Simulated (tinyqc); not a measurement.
X-ray photoelectron analysis of a thin oxide on a semiconductor: attenuation lengths, thickness, angle series and band offsets: one step, computed by the program tinyqc.

The same element is seen in the oxide and in the substrate, at nearly the same kinetic energy; films are flat and uniform, and the work function is ignored.

Task: Peak ratio. R_0 = (rho_o/M_o) L_o/((rho_s/M_s) L_s); peak ratio R = I_ox/I_sub = R_0 [exp(d/(L_o cos theta)) - 1]; hence d = L_o cos theta ln(1 + R/R_0). A carbon layer weakens both peaks alike, by exp(-d_C/(L_o cos theta)) if its L is taken equal to L_o. This R_0 leaves out intrinsic losses from the substrate peak, so calibrated values can be larger.

Inputs (values chosen for the exercise, modelled on SiO2 on silicon):
```
quantity                        value     unit
oxide density                    2.17   g/cm^3
oxide formula mass              60.08    g/mol
substrate density                2.33   g/cm^3
substrate formula mass          28.09    g/mol
oxide thickness d                 4.9       nm
emission angle from the normal     55  degrees
carbon overlayer                 0.52       nm
```

L in the oxide = 3.641511 nm

L in the substrate = 2.873477 nm

Give: R_0; d/(L_o cos theta); ratio R; oxide share of the counts; attenuation by carbon; depth 3 L_o cos theta.

Result:

R_0 = 0.55182

d/(L_o cos theta) = 2.3460

ratio R = 5.2111

oxide share of the counts = 0.83900

attenuation by carbon = 0.77961

depth 3 L_o cos theta = 6.2661 nm
